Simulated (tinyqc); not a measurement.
Direct against trap-assisted paths: tunnelling through a thin dielectric with one trap, as a tight-binding chain.

Hopping -t everywhere, t = c/(m a^2), c = hbar^2/2m0; lead sites at 2t (band bottom 0), barrier sites 1 to N at 2t + phi, and site j has U besides. No voltage. Leads give S = -t exp(ika) on sites 1 and N, cos(ka) = 1 - E/(2t). T = (2 t sin(ka))^2 |G_1N|^2, G = (E - H - S)^-1. In the barrier cosh(q a) = 1 + (phi - E)/(2t).

Resonance: the lowest eigenvalue of H + S(E), iterated until its real part equals E (40 rounds from Eb = phi + 2t - sqrt(4t^2 + U^2), the level in an endless barrier). With v the normalised squared amplitudes of that state, Gamma_L = 2 t sin(ka) v_1, Gamma_R = 2 t sin(ka) v_N; Breit-Wigner T = Gamma_L Gamma_R/((E - Er)^2 + (Gamma_L + Gamma_R)^2/4).

Constants: hbar^2/2m0 = 3.80998211 eV angstrom^2.

Values chosen for the exercise (barrier and mass of the size used for HfO2 on silicon; shifted at random, so the results belong to these values and not to a real crystal):
- a = 2.5 angstrom (site spacing)
- m = 0.21 m0 (mass, the same in leads and barrier)
- phi = 1.59 eV (conduction edge of the barrier above that of the leads)
- U = -2.83 eV (extra energy on the trap site)

N odd, the trap in the middle, j = (N + 1)/2. Direct T is that without trap at the energy Er; area = 2 pi Gamma_L Gamma_R/(Gamma_L + Gamma_R). The exponents are the slopes of the logarithms between the last two rows, per angstrom.

Against thickness:
```
N   N a (angstrom)  Er (eV)  direct T  area (meV)
5             12.5   0.9132    0.0315         845
9             22.5   0.9431  0.000825         116
11            27.5   0.9399  0.000124        44.2
13            32.5   0.9382  1.88e-05        17.0
15            37.5   0.9375  2.85e-06        6.60
17            42.5   0.9372  4.33e-07        2.57
```

Give the missing row, N = 7, N a (angstrom) = 17.5.

Computed row:
```
N  N a (angstrom)  Er (eV)  direct T  area (meV)
7            17.5   0.9448   0.00539         313
```

exponents (1/angstrom): direct 0.3765, through the trap 0.1887

The direct path falls as exp(-0.377 d) and the path through a central trap as exp(-0.189 d), 2.00 times more slowly, since each step crosses half the layer. From 5 to 17 sites the first loses 4.9 decades and the second 2.5: in thicker layers even few traps rule the leakage. Inelastic capture with phonons is left out. In the thinnest rows the resonance is as wide as its distance from the band edge, so the area is only a guide.

Run: tinyqc, `OMP_NUM_THREADS=1 python tinyqc.py 1450603 1450604 out.jsonl`; Intel(R) Xeon(R) Processor @ 2.30GHz, one thread, shared host; about 0.07 s of CPU time with all checks.
